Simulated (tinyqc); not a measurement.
A ladder of methods, and size consistency: correlation methods against full CI in the sto-3g basis, for BeH2, spin multiplicity 1. Computed by the program tinyqc with PySCF. All electrons correlated; +Q is the Davidson correction (1 - c0^2) E_corr. The last columns treat two copies 100 angstrom apart as one system. FCI is the lowest singlet.

Geometry (angstrom):

| atom | x | y | z |
|---|---|---|---|
| Be | 0.0000 | 0.0000 | 0.0000 |
| H | 0.0000 | 1.4750 | 0.1540 |
| H | 0.0000 | -1.4750 | 0.1540 |

RHF energy of one = -15.534997 hartree

Correlation energies (hartree):

| method | E_corr of one | share of FCI (%) | E_corr of two at 100 angstrom | two minus twice one (mhartree) |
|---|---|---|---|---|
| MP2 | -0.02743 | 63.893 | -0.05486 | 0.000 |
| CISD | -0.04174 | 97.243 | -0.08071 | 2.776 |
| CISD+Q | -0.04323 | 100.711 | -0.08590 | 0.568 |
| CCSD | -0.04236 | 98.683 | -0.08472 | 0.000 |
| CCSD(T) | -0.04266 | 99.371 | -0.08531 | 0.000 |
| FCI | -0.04293 | 100.000 | - | - |

What does the comparison show, and why?

MP2 recovers 64 %, CISD 97.2 % and CCSD 98.7 % of the FCI value (c0^2 = 0.964 in CISD). MP2 and coupled cluster are size consistent, so their last column vanishes; CISD loses 2.78 mhartree, since a double excitation on each copy is a quadruple of the pair, and the Davidson correction leaves +0.57.
